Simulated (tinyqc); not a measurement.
# Threshold-voltage variability of a planar MOSFET, analytic estimates: scaling length and width together

Three independent sources add in quadrature: random dopants in the depleted layer, metal-gate grains of two orientations, and roughness of the two gate edges acting through the roll-off VT = VT(long) - Vr exp(-L/l). These are first-order estimates: no three-dimensional electrostatics, no percolation.

ni = sqrt(Nc Nv) exp(-Eg/(2 Vt)), Eg in volts; Cox = 3.9 eps0/ti; Wd = sqrt(4 eps0 eps_r Vt ln(Na/ni)/(q Na)); dopants: s1 = (q/Cox) sqrt(Na Wd/(3 L W)). Grains: Ng = L W/G^2 (at least 1), s2 = dW sqrt(p (1 - p)/Ng). Edges, with exponential correlation and u = W/La: the mean gate length has sL^2 = 2 De^2 (2/u)[1 - (1 - exp(-u))/u]; s3 = sL (Vr/l) exp(-L/l). s = sqrt(s1^2 + s2^2 + s3^2). l and Vr are held fixed. W = 4.65 L in every row; l is held fixed.

Values chosen for this exercise; material values close to those of silicon:

| symbol | value | unit | meaning |
|---|---|---|---|
| T | 250 | K | temperature |
| Eg | 1.14 | eV | band gap |
| eps_r | 11.9 |  | relative permittivity of the semiconductor |
| Nc | 2.17e19 | cm^-3 | conduction-band density of states at T |
| Nv | 2.05e19 | cm^-3 | valence-band density of states at T |
| Na | 4.9e17 | cm^-3 | channel doping |
| ti | 2.6 | nm | oxide-equivalent thickness in inversion |
| G | 7 | nm | metal grain size |
| dW | 0.1 | eV | work-function difference of the two grain orientations |
| p | 0.4 |  | share of the orientation of higher work function |
| De | 1.7 | nm | rms roughness of one gate edge |
| La | 10 | nm | correlation length of the roughness |
| l | 3.6 | nm | decay length of the threshold roll-off |
| Vr | 2.3 | V | prefactor of the roll-off |

Constants: q = 1.602176634e-19 C, kB = 1.380649e-23 J/K, Vt = kB T/q, eps0 = 8.8541878128e-14 F/cm where lengths are in cm. Results are converted to the units shown.

Results:

| L (nm) | s1 (mV) | s2 (mV) | s3 (mV) | s (mV) | s sqrt(L W) (mV um) |
|---|---|---|---|---|---|
| 13 | 39.366 | 12.233 | 21.815 | 46.639 | 1.3074 |
| 16 | 31.985 | 9.9393 | 8.7015 | 34.605 | 1.1940 |
| 24 | 21.323 | 6.6262 | 0.78957 | 22.343 | 1.1563 |
| 29 | 17.647 | 5.4838 | 0.18062 | 18.480 | 1.1556 |
| 36 | 14.215 | 4.4175 | 0.023373 | 14.886 | 1.1556 |
| 44 | 11.631 | 3.6143 | 0.0023042 | 12.179 | 1.1556 |

Estimate the missing row, L = 20 nm.

Computed row:

| L (nm) | s1 (mV) | s2 (mV) | s3 (mV) | s (mV) | s sqrt(L W) (mV um) |
|---|---|---|---|---|---|
| 20 | 25.588 | 7.9515 | 2.6015 | 26.921 | 1.1610 |

With this row back in the table: As L goes from 13 to 44 nm, s falls from 46.6 to 12.2 mV. The dopants are the largest source in the first and the last row. The product s sqrt(L W) falls from 1.31 to 1.16 mV um: s1 and s2 go as 1/sqrt(L W), so the change comes from s3 alone. In every row the depletion depth exceeds L, so source and drain share much of the charge and s1 is rough.

Program tinyqc, `OMP_NUM_THREADS=1 python tinyqc.py 2090077 2090078 out.jsonl`; Intel Xeon 2.30GHz, shared host, one thread, about 0.01 s.
